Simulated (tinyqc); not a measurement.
Input admittance of a MOSFET at zero drain bias: distributed channel and distributed gate: dividing a fixed width into fingers.

Source and drain grounded, strong inversion, w = 2 pi f, Cox = eps0 eox/tox. The channel is an RC line of resistance 1/(mu Cox Vo) per square fed from both ends, so one finger has the intrinsic admittance y = i w Cox L tanh(g)/g per width, g = (1/2) sqrt(i w tau), tau = L^2/(mu Vo). The vertical resistance rv/L is in series with y, the overlaps 2 i w Cov in parallel: y_t = 1/(1/y + rv/L) + 2 i w Cov. The gate strip is a line of Rsh/L per length loaded by y_t, so a finger has Y = y_t Wf tanh(k)/k, k = (Wf/sd) sqrt(y_t Rsh/L); the device has Nf Y.

Low-frequency limits, with c = Cox L and ct = c + 2 Cov: R_strip = Rsh Wf/(3 sd^2 L Nf), R_ch = (c/ct)^2 L/(12 mu Cox Vo Wf Nf), R_vert = (c/ct)^2 rv/(L Wf Nf), C = ct Wf Nf. Total width Wf Nf = 11 um; each finger also has a contact resistance Rc at each contacted end, which adds Rc/(sd Nf). The resistances are low-frequency limits, good while |k| is below about 1; the far-point signal is |1/cosh k| at f, without Rc.

Inputs (values chosen for the exercise); values of the order met in silicon radio-frequency transistors: relative permittivity of the gate insulator (close to zirconium oxide) eox = 24.7; insulator thickness tox = 8.7 nm; channel length L = 1 um; channel mobility mu = 140 cm^2/(V s); gate overdrive Vo = 0.54 V; sheet resistance of the gate Rsh = 3.8 ohm/square; vertical resistivity of the gate stack rv = 0 ohm um^2; number of ends at which a finger is contacted sd = 1; overlap and fringe capacitance on each side Cov = 0.25 fF/um; frequency f = 0.55 GHz.

Constants: eps0 = 8.8541878128e-14 F/cm where lengths are in cm. Results are converted to the units shown.

The same in every row: R_ch + R_vert (ohm) = 38.32.

Results:
```
Nf   Wf (um)  R_strip (ohm)  Rc/(sd Nf) for Rc = 30 ohm (ohm)  sum (ohm)  signal at the far point
1      11.00          13.93                             30.00      82.26                   0.9991
2      5.500          3.483                             15.00      56.81                   0.9998
4      2.750         0.8708                             7.500      46.69                    1.000
16    0.6875        0.05443                             1.875      40.25                    1.000
32    0.3438        0.01361                            0.9375      39.28                    1.000
64    0.1719       0.003402                            0.4688      38.80                    1.000
128  0.08594       8.504e-4                            0.2344      38.56                    1.000
```

Estimate the missing row, Nf = 8.

Computed row:
```
Nf  Wf (um)  R_strip (ohm)  Rc/(sd Nf) for Rc = 30 ohm (ohm)  sum (ohm)  signal at the far point
8     1.375         0.2177                             3.750      42.29                    1.000
```

With this row back in the table: R_strip falls as 1/Nf^2, from 13.9 to 8.50e-4 ohm, the contact term as 1/Nf, and R_ch + R_vert stays at 38.3 ohm since the total width is fixed. The sum is within a factor 1.5 of that floor from Nf = 2 on. More fingers add wiring capacitance, which is left out.

Numbers from tinyqc (`OMP_NUM_THREADS=1 python tinyqc.py 2262004 2262005 out.jsonl`; about 0.01 s on one thread of a shared Intel Xeon 2.30GHz).
